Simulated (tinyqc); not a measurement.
Worked calculation: extended Hueckel theory, for H4-. The parameters take no account of the charge, which enters only through the electron count, and nothing here shows that the anion is bound. One step of it, computed by the program tinyqc.

Problem. Orbitals. Solve H C = S C e through S^(-1/2); fill by pairs from the bottom, a degenerate level sharing its electrons equally; each orbital has its largest coefficient positive (the first on a tie).

H (eV), lower triangle:
```
            1H 1s       2H 1s       3H 1s       4H 1s
1H 1s  -13.600000
2H 1s  -14.812799  -13.600000
3H 1s   -2.495818   -9.942104  -13.600000
4H 1s   -0.505493   -2.495818  -14.812799  -13.600000
```

overlap S, lower triangle:
```
          1H 1s     2H 1s     3H 1s     4H 1s
1H 1s  1.000000
2H 1s  0.544588  1.000000
3H 1s  0.091758  0.365519  1.000000
4H 1s  0.018584  0.091758  0.544588  1.000000
```

valence electrons = 5

Give: orbital energies; occupations; coefficients; sum of one-electron energies.

Solution.

orbital energies (eV): -19.8551  -16.6807  -1.6594  14.9014

occupations: 2.0000  2.0000  1.0000  0.0000

coefficients:
```
          MO1      MO2      MO3      MO4
1H 1s  0.3154   0.5124   0.7700  -0.7050
2H 1s  0.4129   0.3524  -0.5882   1.0251
3H 1s  0.4129  -0.3524  -0.5882  -1.0251
4H 1s  0.3154  -0.5124   0.7700   0.7050
```

sum of one-electron energies = -74.7310 eV
